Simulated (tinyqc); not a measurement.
What moves the coefficients: Boltzmann transport in a parabolic band with a power-law relaxation time.

F_j(eta) = (1/Gamma(j + 1)) integral_0^infinity x^j dx/(1 + exp(x - eta)), which tends to exp(eta) for eta << 0.

n = N F_1/2(eta) with N = 2 (m kB T/(4 pi c))^(3/2) with c = hbar^2/2m0, in 1/angstrom^3; times 1e24 for 1/cm^3, m = md.

tau = tau0 x^r with x = E/kT. With K_j = Gamma(j + 1) F_j(eta): <tau> = tau0 (r + 3/2) K_(r+1/2)/((3/2) K_(1/2)); mu = <tau>/(mc m0/e), m0/e = 5.685630e-12 kg/C; Hall factor rH = (3/2) K_(1/2) (2r + 3/2) K_(2r+1/2)/((r + 3/2) K_(r+1/2))^2; Seebeck S = -(kB/e) [(r + 5/2) K_(r+3/2)/((r + 3/2) K_(r+1/2)) - eta]; Lorenz number L = (kB/e)^2 [(r + 7/2) K_(r+5/2)/((r + 3/2) K_(r+1/2)) - ((r + 5/2) K_(r+3/2)/((r + 3/2) K_(r+1/2)))^2]; kB/e in V/K. Valley anisotropy is left out of rH.

Constants: hbar^2/2m0 = 3.80998211 eV angstrom^2; kB = 8.617333262e-05 eV/K.

Values chosen for the exercise (masses near those of InP; tau0 is set for a mobility of the usual size at this n, kL is a free input; freeze-out and phonon drag, which matter near 77 K, are left out; the results hold for these values, not for the real material): md = 0.079 m0 (density-of-states mass); mc = 0.0786 m0 (conductivity mass); tau0 = 10 fs (tau at E = kT); r = 1.5 (exponent of tau); T = 300 K; kL = 2 W/(m K) (lattice thermal conductivity); n = 6.7e+17 1/cm^3 (electron density).

sigma = e n mu with e = 1.602176634e-19 C; ZT = S^2 sigma T/(kL + L sigma T).

Results for these values:

| case | mu (cm^2/(V s)) | sigma (S/cm) | S (microvolt/K) | ZT |
|---|---|---|---|---|
| base | 1296 | 139.1 | -320.7 | 0.203 |

What happens to each result for mc = 0.1022 m0, all else kept?

Answer: mu falls from 1296 to 996.5; sigma falls from 139.1 to 107.0; S does not change at the printed digits; ZT falls from 0.203 to 0.158.

The same for each parameter in turn:

| case | mu (cm^2/(V s)) | sigma (S/cm) | S (microvolt/K) | ZT |
|---|---|---|---|---|
| base | 1296 | 139.1 | -320.7 | 0.203 |
| md = 0.103 m0 | 1200 | 128.8 | -357.2 | 0.233 |
| mc = 0.1022 m0 | 996.5 | 107.0 | -320.7 | 0.158 |
| n = 1.34e+18 1/cm^3 | 1595 | 342.4 | -256.7 | 0.296 |
| tau0 = 15 fs | 1944 | 208.6 | -320.7 | 0.295 |
| kL = 1 W/(m K) | 1296 | 139.1 | -320.7 | 0.383 |
| T = 350 K | 1235 | 132.6 | -342.0 | 0.254 |

The row for T keeps tau0 fixed; for phonon scattering tau0 itself falls as T rises.

Program tinyqc; command `OMP_NUM_THREADS=1 python tinyqc.py 1651904 1651905 out.jsonl`; about 0.02 s on one thread of a shared Intel(R) Xeon(R) Processor @ 2.30GHz.
